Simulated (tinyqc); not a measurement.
Changing the flaw half length a: thermal stress, cracking, delamination and buckling of a thin film; Griffith cracks and misfitting inclusions. Computed by tinyqc, a small Python program. Command: `OMP_NUM_THREADS=1 python tinyqc.py 3003332 3003333 out.jsonl filmcrack sweep`. One thread of a shared host (Intel(R) Xeon(R) Processor @ 2.30GHz), about 0.04 s of CPU time with the checks.

Isotropic linear elasticity; the substrate is much thicker than the film; stress is positive in tension.

Inputs (values chosen for the exercise, for a model film): substrate Young's modulus E_s = 158 GPa; substrate Poisson ratio nu_s = 0.27; substrate surface energy gamma_s = 1.7 J/m^2.

Method. Through crack of length 2a in plane strain: K_Ic = sqrt(2 gamma_s E_s/(1 - nu_s^2)); fracture stress = K_Ic/sqrt(pi a). An edge crack of depth a has K larger by 1.1215.

One run for each value:
```
flaw half length a (micrometre),"fracture stress, inner crack (MPa)","fracture stress, edge crack (MPa)"
0.01,4294.7,3829.4
0.032,2400.8,2140.7
0.1,1358.1,1211.0
0.32,759.2,676.9
1,429.5,382.9
3.2,240.1,214.1
10,135.8,121.1
32,75.9,67.7
100,42.9,38.3
```

Describe and explain the trends.

Over the rows, fracture stress, inner crack (MPa) falls from 4290 to 42.9 (exponent d ln y / d ln x about -0.50 throughout); fracture stress, edge crack (MPa) falls from 3830 to 38.3 (exponent d ln y / d ln x about -0.50 throughout). The exponent of fracture stress, inner crack stays at -0.50: Griffith's law.
